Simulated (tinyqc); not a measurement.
# Chemically amplified photoresist: aerial image, acid generation, bake, development and line width, step by step

A worked calculation. Computed by tinyqc, a small Python program that keeps every step. Command: `OMP_NUM_THREADS=1 python tinyqc.py 3020489 3020490 out.jsonl resist walk`. One thread of a shared host (Intel(R) Xeon(R) Processor @ 2.30GHz), about 0.02 s of CPU time with the checks. Intermediate numbers are printed to about 5 digits and carried at full precision; extremes and crossings named in words are read from the listed rows.

Lines and spaces of pitch p with a two-beam-like image; x = 0 is the middle of the bright space. The resist is positive and treated as uniform in depth.

Inputs (values chosen for the exercise, for a model resist at 193 nm):
```
quantity,value,unit
pitch p,110,nm
image contrast c,0.48,-
mean dose E,13.1,mJ/cm^2
Dill parameter C,0.017,cm^2/mJ
"quencher load q, relative to the acid generator",0.17,-
acid diffusivity D,0.61,nm^2/s
bake time t,90,s
amplification rate k_amp,0.085,1/s
threshold protection m_th,0.61,-
development selectivity n,5,-
largest rate r_max,1400,nm/s
smallest rate r_min,0.19,nm/s
resist thickness d,83,nm
development time t_d,30,s
photon energy,6.42,eV
absorption coefficient alpha,0.45,1/um
```

## Acid image and its blur

Dose E(x) = E [1 + c cos(2 pi x/p)]; acid h = 1 - exp(-C E(x)). Bake: the acid image is blurred by a Gaussian of variance sigma^2 = 2 D t (each Fourier term k of h, taken on 64 points, is multiplied by exp(-4 pi^2 k^2 D t/p^2)). Cosine coefficients: h(x) = sum_k h_k cos(2 pi k x/p).

diffusion length sigma = sqrt(2 D t) = 10.479 nm

h_0 to h_4 before the bake: [0.19736, 0.08568, -0.00229, 0.00004, 0.00000]

h_0 to h_4 after the blur: [0.19736, 0.07163, -0.00112, 0.00001, 0.00000]

blur factor of the first harmonic = 0.83600

sigma/p = 0.095; the blur keeps 84 % of the modulation.

## From image to dissolution rate

The quencher then removes q, h_eff = max(h_blurred - q, 0); protection m = exp(-k_amp t h_eff). Mack rate r = r_max (a + 1)(1 - m)^n/(a + (1 - m)^n) + r_min, a = ((n + 1)/(n - 1))(1 - m_th)^n.

Across half a pitch:
```
x/p,x (nm),dose (mJ/cm^2),blurred acid,protection m,rate (nm/s)
0.00,0.0,19.388,0.26787,0.4730,1.0648e+03
0.05,5.5,19.080,0.26458,0.4850,1.0331e+03
0.10,11.0,18.187,0.25496,0.5221,9.1988e+02
0.15,16.5,16.796,0.23980,0.5863,6.7054e+02
0.20,22.0,15.043,0.22039,0.6801,2.8165e+02
0.25,27.5,13.100,0.19847,0.8043,2.9691e+01
0.30,33.0,11.157,0.17613,0.9542,2.1123e-01
0.35,38.5,9.404,0.15561,1.0000,1.9000e-01
0.40,44.0,8.013,0.13907,1.0000,1.9000e-01
0.45,49.5,7.120,0.12833,1.0000,1.9000e-01
0.50,55.0,6.812,0.12460,1.0000,1.9000e-01
```

The dose varies by a factor 2.85 across the pattern and the rate by 5600.

## Space width and dose latitude

Edge: vertical development clears the film where r t_d >= d; the space width is twice the x where r = d/t_d. Dose sensitivity = d ln(width)/d ln E from widths at 1.005 E and E/1.005; image log-slope at the edge = |d ln E/dx|, normalised by the width (NILS); latitude for 10 % of width = 10 %/sensitivity.

space width = 60.768 nm

dose sensitivity = 1.3477

NILS = 1.7840

dose latitude = 7.4200 %

At the same width a resist without blur would give a sensitivity 2/NILS = 1.121; the blur multiplies it by 1.20. Caution: lateral development, standing waves and the joint diffusion of acid and quencher are left out, so widths are indicative.

## Photon statistics at the edge

The edge lies at x = width/2. Absorbed photons per volume N = E(edge) alpha/(photon energy), 1 mJ/cm^2 = 62.41509 eV/nm^2, alpha in 1/nm; a Gaussian blur averages over a volume V = (2 sqrt(pi) sigma)^3; relative noise 1/sqrt(N V); edge noise sigma_x = (dh/d ln E) noise/|dh/dx|, with both derivatives of the blurred acid at the edge.

absorbed photons N = 0.052800 1/nm^3

photons in the blur volume = 2706.1

edge noise from photons = 0.78712 nm

Caution: the noise counts photons alone (acid and quencher statistics add to it) and takes the film as thicker than the blur; a thinner film averages in two dimensions only.

## Blur against noise

For each sigma the edge is held at x = p/4; N is taken at the mean dose; edge noise = (dh/d ln E)/(sqrt(N V) |dh/dx|), both derivatives taken of the blurred acid, V = (2 sqrt(pi) sigma)^3, N = E alpha/(photon energy), 1 mJ/cm^2 = 62.41509 eV/nm^2.

Trade-off:
```
sigma/p,sigma (nm),blur factor,photons in V,edge noise (nm)
0.02,2.2,0.99214,2.7184e+01,7.0452
0.04,4.4,0.96891,2.1748e+02,2.5449
0.07,7.7,0.90781,1.1655e+03,1.1673
0.10,11.0,0.82087,3.3981e+03,0.7519
0.14,15.4,0.67917,9.3243e+03,0.5454
0.18,19.8,0.52753,1.9817e+04,0.4801
0.22,24.2,0.38467,3.6183e+04,0.4866
0.27,29.7,0.23717,6.6884e+04,0.5803
0.33,36.3,0.11653,1.2212e+05,0.8740
```

The noise is least near sigma/p = 0.18 among these rows. More diffusion averages over more photons (noise falls as sigma^(-3/2)) until it erases the image slope (factor exp(-2 pi^2 sigma^2/p^2)); for a pure cosine the two balance at sigma/p = sqrt(3/8)/pi = 0.195. Caution: for a film thinner than the blur the noise falls as 1/sigma only, and the optimum moves to sigma/p = 1/(2 pi) = 0.159.

Checks made by the program: sensitivity 2/NILS in the limit of no diffusion (relative difference 2e-06).
